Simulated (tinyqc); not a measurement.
Model-solid line-up of a strained alloy layer on a substrate, step by step. Values are carried at full precision from step to step, so a last printed digit may differ when a step is redone from the rounded ones.

All values of the alloy are linear in x but the gap, Eg(x) = (1 - x) Eg_A + x Eg_B - C x (1 - x), and the valence edge, Ev(x) = (1 - x) Ev_A + x Ev_B + fv C x (1 - x); Ec = Ev + Eg. Ev is the top of the unstrained valence band on a scale common to all materials. In the layer only the Gamma valley of the conduction band is followed, also where an X or L valley would lie lower.

Values chosen for the exercise (A near InAs, B near InSb, substrate near GaSb; shifted at random, so the results belong to these values and not to a real crystal): a = (6.052, 6.484) angstrom (lattice constant of A, B); Eg = (0.412, 0.236) eV (gap at Gamma to the s-like level of A, B); Dso = (0.389, 0.8) eV (spin-orbit splitting of A, B); Ev = (-0.59, 0) eV (top of the unstrained valence band of A, B); ac = (-5.02, -6.86) eV (conduction deformation potential of A, B); av = (1.01, 0.36) eV (valence hydrostatic potential of A, B); b = (-1.82, -1.98) eV (tetragonal shear potential of A, B); d = (-3.56, -4.77) eV (trigonal shear potential of A, B); C11 = (84.3, 69.2) GPa (of A, B); C12 = (44.9, 37) GPa (of A, B); C44 = (39.5, 31.4) GPa (of A, B); C = 0.561 eV (bowing of the gap); fv = 0.6 (share of the bowing taken by the valence edge); x = 0.23 (fraction of B); a_s = 6.093 angstrom (substrate); face = 001 (growth face); Eg_s = 0.819 eV (lowest gap of the substrate); Ev_s = -0.03 eV (substrate valence edge).

## Values of the alloy

Interpolate.

Alloy at x (a in angstrom, C11, C12, C44 in GPa, all else in eV):

| symbol | value |
|---|---|
| a | 6.1514 |
| Eg | 0.2722 |
| Dso | 0.4835 |
| Ev | -0.3947 |
| ac | -5.4432 |
| av | 0.8605 |
| b | -1.8568 |
| d | -3.8383 |
| C11 | 80.8270 |
| C12 | 43.0830 |
| C44 | 37.6370 |

## Strain on the (001) substrate

Coherent growth on a (001) face: e_par = (a_s - a)/a, e_perp = -2 (C12/C11) e_par; exx = eyy = e_par, ezz = e_perp, no shear.

Use the values of the alloy.

e_par = -0.009487
e_perp = 0.010114

strain tensor in the cubic axes:
```
           x          y         z
x  -0.009487   0.000000  0.000000
y   0.000000  -0.009487  0.000000
z   0.000000   0.000000  0.010114
```

The layer is under compression in the plane; its volume changes by -0.886 %.

## Strained band edges

Strained edges: Ec + ac tr(e); the valence edges are Ev plus the levels of the 6 x 6 matrix of X, Y, Z times spin with -Dso/3 + l exx + m (eyy + ezz) on the diagonal (cyclic), n exy off it, l = av + 2 b, m = av - b, n = sqrt(3) d. Spin-orbit term (Dso/3) L.sigma on X, Y, Z with (L_k)_ij = -i epsilon_kij: <X+|H|Y+> = -i Dso/3, <X+|H|Z-> = Dso/3, <Y+|H|Z-> = -i Dso/3, <Z+|H|X-> = -Dso/3, <Z+|H|Y-> = i Dso/3, <X-|H|Y-> = i Dso/3, and their conjugates; + and - are the spin along z.

Give the hydrostatic shifts, the strain block and the edges.

ac tr(e), av tr(e) (eV): 0.0482  -0.0076

strain block (eV):
```
        X       Y        Z
X  0.0288       0        0
Y       0  0.0288        0
Z       0       0  -0.0804
```

Ec and the three valence edges from the top (eV): -0.0743  -0.3659  -0.4329  -0.8917

strained gap = 0.2916 eV

Strain moves the gap by +19 meV: +56 meV from the volume and -36 meV from the splitting of the valence edge, which always raises the top.

## Offsets against the substrate material

dEc = Ec(substrate) - Ec(layer), dEv = Ev(layer) - Ev(substrate); positive values confine the carrier in the layer. Type I: both of one sign; type II: opposite signs; type III: the gaps do not overlap.

Give also the smallest gap across the interface, min Ec - max Ev.

dEc = 0.8633 eV
dEv = -0.3359 eV

type: III

smallest gap = -0.0443 eV

The conduction edge of one side lies below the valence edge of the other, so electrons transfer across the interface. An offset this small is within the spread of parameter sets, so the type is not settled by this model.

## Critical thickness (Matthews-Blakeslee, single layer)

h = K (ln(h/b) + 1) with K = b (1 - nu/4)/(4 pi |e_par| (1 + nu)) for 60-degree dislocations, b = a/sqrt(2) the Burgers vector (not the shear potential of the table), nu = C12/(C11 + C12). Iterate from h = 10 b until h changes by less than 1e-6 of itself.

b (Burgers vector) = 4.3497 angstrom
nu = 0.3477
K = 24.72 angstrom

first iterates (angstrom): 43.5  81.6  97.2  101.5  102.6  102.8

critical thickness = 10.29 nm

Thicker layers can relax, and the strained edges then no longer apply; metastable growth often exceeds this equilibrium value.

## Checks

- Valence edges against the closed form for (001) strain: they agree to 1e-10 or better.

tinyqc: `OMP_NUM_THREADS=1 python tinyqc.py 1081205 1081206 out.jsonl`; about 0.01 s, one thread, shared Intel(R) Xeon(R) Processor @ 2.30GHz.
